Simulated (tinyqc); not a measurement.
p-n diode, drift-diffusion by the Gummel loop with Scharfetter-Gummel fluxes: effect of the SRH lifetime of electrons at fixed bias.

Abrupt junction at x = 0, p side from -Lp, n side to Ln, ohmic contacts. psi is counted from the intrinsic level; n = ni exp((psi - phin)/Vt), p = ni exp((phip - psi)/Vt). Contacts: p side psi = V - Vt ln(Na/ni), p = Na, n = ni^2/Na; n side psi = Vt ln(Nd/ni), n = Nd, p = ni^2/Nd. Constant mobilities, D = mu Vt, Boltzmann statistics, SRH recombination through a mid-gap level, U = (n p - ni^2)/(tp (n + ni) + tn (p + ni)). Current is positive from the p contact to the n contact.

ni = sqrt(Nc Nv) exp(-Eg/(2 Vt)), Eg in volts. Poisson and both continuity equations are solved self-consistently with Scharfetter-Gummel fluxes on a graded mesh of 500 nodes. J_scr is q times the integral of U between -xp and xn. Ideal diffusion current J_id = q ni^2 [Dn coth(wp/Le)/(Le Na) + Dp coth(wn/Lh)/(Lh Nd)] (exp(V/Vt) - 1), Le = sqrt(Dn tn), Lh = sqrt(Dp tp), wp = Lp - xp, wn = Ln - xn, with xp and xn from the depletion approximation (W = sqrt(2 eps0 eps_r (Vbi - V)(1/Na + 1/Nd)/q), xp = W Nd/(Na + Nd), xn = W Na/(Na + Nd), Vbi = Vt ln(Na Nd/ni^2)). Ideality factor = 0.004 V/(Vt ln[J(V + 0.004 V)/J(V)]).

Inputs (values chosen for the exercise); band and dielectric values those of a made-up semiconductor: temperature T = 350 K; band gap Eg = 0.876 eV; relative permittivity eps_r = 12.5; conduction-band density of states at T Nc = 2.27e17 cm^-3; valence-band density of states at T Nv = 7.69e18 cm^-3; acceptor density of the p side Na = 7.7e17 cm^-3; donor density of the n side Nd = 5.7e16 cm^-3; electron mobility mun = 3100 cm^2/(V s); hole mobility mup = 140 cm^2/(V s); SRH lifetime of holes tp = 1e-7 s; length of the p side Lp = 0.42 um; length of the n side Ln = 7 um; uniform generation rate G = 0 cm^-3 s^-1; bias of the p contact V = 0.49 V.

Constants: q = 1.602176634e-19 C, kB = 1.380649e-23 J/K, Vt = kB T/q, eps0 = 8.8541878128e-14 F/cm where lengths are in cm. Results are converted to the units shown.

Result of one run:
columns A: J (A/cm^2); B: ideality factor; C: J_scr/J (%); D: J_id (A/cm^2); E: share recombining at the contacts (%); F: larger minority/doping at -xp and xn
```
A        B      C     D     E        F
2.38  1.00  0.226  2.38  98.0  0.00211
```

Which SRH lifetime of electrons tn gave this result: 1e-11, 1e-10, 1e-8, 1e-7 or 1e-6 s?

tn = 1e-7 s.

The whole series:
columns A: tn (s); B: J (A/cm^2); C: ideality factor; D: J_scr/J (%); E: J_id (A/cm^2); F: share recombining at the contacts (%); G: larger minority/doping at -xp and xn
```
A         B     C       D     E     F        G
1e-11  3.77  1.06    5.78  3.62  47.1  0.00211
1e-10  2.60  1.02    3.48  2.52  86.9  0.00211
1e-9   2.42  1.01    1.44  2.39  95.9  0.00211
1e-8   2.39  1.01   0.566  2.38  97.5  0.00211
1e-7   2.38  1.00   0.226  2.38  98.0  0.00211
1e-6   2.37  1.00  0.0903  2.38  98.1  0.00211
1e-5   2.37  1.00  0.0305  2.38  98.3  0.00211
```

As tn rises from 1e-11 to 1e-5, J falls from 3.77 to 2.37 A/cm^2, the share of the depleted layer falls from 5.78 to 0.0305 % and the share lost at the contacts rises from 47.1 to 98.3 %. The exponent d ln J/d ln tn is -0.16 between the first two rows and 0.00 between the last two. J less J_scr is 0.49 % below J_id in the last row.

Numbers from tinyqc (`OMP_NUM_THREADS=1 python tinyqc.py 2240052 2240053 out.jsonl`; about 0.2 s on one thread of a shared Intel Xeon 2.30GHz).
